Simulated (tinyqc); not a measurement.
Inside a calculation: donor near an oxide interface in a gate field (two-state model). Values are carried at full precision from step to step, so a last printed digit may differ when a step is redone from the rounded ones.

Interface at z = 0 (hard wall), donor at z = d, field F pulling electrons to the interface: potential e F z; 1 kV/cm = 1e-5 eV/angstrom, c = hbar^2/2m0, q = e^2/(4 pi eps0), Q = (eps - eo)/(eps + eo). Donor state: E_D = e F d - ED - q Q/(4 eps d), the last term joining the images of ion and electron. Interface state: z exp(-b z/2) exp(-rho^2/(2 L^2)) with E_z = c b^2/(4 mz) + 3 e F/b + q Q b/(8 eps), minimised over b; in the plane at z = 3/b the ion (distance D = d - 3/b) and its image (D' = d + 3/b) give E_rho = c/(mt L^2) - (q/eps)(sqrt(pi)/L)[erfcx(D/L) + Q erfcx(D'/L)], erfcx(x) = exp(x^2) erfc(x), minimised over L. E_I = E_z + E_rho.

Constants: hbar^2/2m0 = 3.80998211 eV angstrom^2; e^2/(4 pi eps0) = 14.39964547 eV angstrom.

Inputs chosen for the exercise (near those of a donor in Si below HfO2, static dielectric constants; not measured data):
```
symbol  value  unit      meaning
d       140    angstrom  depth of the donor
ED      31.6   meV       bulk binding energy
mz      0.92   m0        mass across the interface
mt      0.184  m0        mass in the plane
eps     11.5             dielectric constant of the semiconductor
eo      22               dielectric constant of the oxide
F       32.5   kV/cm     field in the semiconductor
aD      16.9   angstrom  donor radius
v       0.5              valley factor
```

## The interface state across the interface

Solve c b/(2 mz) - 3 e F/b^2 + q Q/(8 eps) = 0; give Q, b, the three terms of E_z and <z> = 3/b.

Q = -0.3134
b = 0.08655 1/angstrom

kinetic, field and image terms (meV): 7.76  11.27  -4.25

<z> = 34.7 angstrom

The image pulls the electron towards the oxide; without it <z> would be 38.6 angstrom. The sign rests on the static constant; with the high-frequency one of such an oxide, about 4, the image would repel.

## Binding in the plane

Give D, D', the best L, both terms and E_rho.

D, D' (angstrom): 105.3  174.7

L = 118.0 angstrom

kinetic and Coulomb terms (meV): 1.49  -6.71

E_rho = -5.23 meV

The bottom of the well lies at -9.6 meV, so the level is 46 % of the way up; L/D = 1.12. Above the critical field the ionised donor would thus still hold its electron as a dot at the interface.

## Where the electron sits

The two states couple by t = t0 exp(-D/aD) with t0 = q/(eps aD) (2 aD/L) sqrt(aD b/2) v, v a valley factor; this form is an estimate. With detuning u = E_D - E_I the splitting is sqrt(u^2 + 4 t^2) and the lower state has weight (1 - u/sqrt(u^2 + 4 t^2))/2 on the donor.

Give E_D, E_I, t, the splitting and the donor weight.

E_D, E_I (meV): 14.60  9.55

t = 0.0178 meV
splitting = 5.05 meV
donor weight = 0.000

The electron is at the interface; the contact hyperfine coupling scales with the donor weight. With this t, the tunnelling time pi hbar/(2t) at a crossing would be 58 ps (hbar = 6.58212e-16 eV s); here the detuning is 284 t.

## Critical field

Find F at which E_D = E_I; compare the rule e F d = ED. The crossing width is 4t/(e D), with t and D formed anew at that field.

critical field = 27.6 kV/cm
ED/(e d) = 22.6 kV/cm
width = 0.075 kV/cm

The confinement energy E_z = 13.0 meV raises the field needed and the attraction E_rho = -5.3 meV lowers it; the result is 1.22 times the simple rule.

## Checks

- E_z without images against 1.5 x 6^(2/3)/2 (c (e F)^2/mz)^(1/3), meV: both 18.80.
- E_rho from the radial equation in the full Coulomb well against the Gaussian trial function, meV: -5.3 against -5.2.

(tinyqc, `OMP_NUM_THREADS=1 python tinyqc.py 1280865 1280866 out.jsonl`, Intel(R) Xeon(R) Processor @ 2.30GHz, 1 thread, shared host, about 0.05 s.)
